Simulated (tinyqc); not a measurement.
Van der Pauw, Hall and four-point-probe measurements on a doped layer: two steps of the calculation.

A uniform p-type layer with sheet resistance Rs = 1/(q ns mu), point contacts, low field (mu B small).

Values chosen for this exercise: sheet density of the layer ns = 4e12 cm^-2; drift mobility mu = 200 cm^2/(V s); Hall factor rH = 1; magnetic field B = 2 T; current I = 500 uA; side ratio a/b of a rectangular sample with corner contacts ar = 1.02.

Constants: q = 1.602176634e-19 C. Results are converted to the units shown.

Task 1. Resistances and Hall voltage. Rs = 1/(q ns mu). For a rectangle with contacts at the corners, RA = (8 Rs/pi) sum_(k>=0) ln coth((2k + 1) pi a/(2 b)) with current along a short side b and voltage along the opposite one, RB the same with a and b exchanged; Hall voltage VH = rH B I/(q ns), negative for electrons.

Find: Rs; RA; RB; VH.

Result 1.

Rs = 7802 ohm/square
RA = 1616 ohm
RB = 1831 ohm
VH = 156.0 mV

RB/RA = 1.13; for a square both equal Rs ln 2/pi = 1720 ohm.

Task 2. New z. The van der Pauw equation exp(-pi RA z) + exp(-pi RB z) = 1 is solved for z = 1/Rs: e1 = exp(-pi RA z), e2 = exp(-pi RB z), f = e1 + e2 - 1, f' = -pi (RA e1 + RB e2), z(new) = z - f/f'.

z at the start = 0.12800073 mS
RA = 1616.0689 ohm
RB = 1831.3426 ohm

Find: e1; e2; f; f'; z after iteration 1.

Result 2.

e1 = 0.5221
e2 = 0.4788
f = 9.369e-4
f' = -5.406 kohm
z after iteration 1 = 0.1282 mS

tinyqc, about 0.04 s, one thread, Intel Xeon 2.30GHz (shared host): `OMP_NUM_THREADS=1 python tinyqc.py 2850228 2850229 out.jsonl`
